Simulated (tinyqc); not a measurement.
Thermal stress, cracking, delamination and buckling of a thin film; Griffith cracks and misfitting inclusions. Changing the flaw half length a. Computed by tinyqc, a small Python program. Command: `OMP_NUM_THREADS=1 python tinyqc.py 3029072 3029073 out.jsonl filmcrack sweep`. One thread of a shared host (Intel(R) Xeon(R) Processor @ 2.30GHz), about 0.03 s of CPU time with the checks.

Isotropic linear elasticity; the substrate is much thicker than the film; stress is positive in tension.

Inputs (values chosen for the exercise, modelled on a silicon dioxide film on silicon): substrate Young's modulus E_s = 161 GPa; substrate Poisson ratio nu_s = 0.28; substrate surface energy gamma_s = 1.7 J/m^2.

Method. Through crack of length 2a in plane strain: K_Ic = sqrt(2 gamma_s E_s/(1 - nu_s^2)); fracture stress = K_Ic/sqrt(pi a). An edge crack of depth a has K larger by 1.1215.

One run for each value:
```
flaw half length a (micrometre)  fracture stress, inner crack (MPa)  fracture stress, edge crack (MPa)
0.01                                                         4348.2                             3877.1
0.032                                                        2430.7                             2167.4
0.1                                                          1375.0                             1226.0
0.32                                                          768.7                              685.4
1                                                             434.8                              387.7
3.2                                                           243.1                              216.7
10                                                            137.5                              122.6
32                                                             76.9                               68.5
100                                                            43.5                               38.8
```

Describe and explain the trends.

Over the rows, fracture stress, inner crack (MPa) falls from 4350 to 43.5 (exponent d ln y / d ln x about -0.50 throughout); fracture stress, edge crack (MPa) falls from 3880 to 38.8 (exponent d ln y / d ln x about -0.50 throughout). The exponent of fracture stress, inner crack stays at -0.50: Griffith's law.
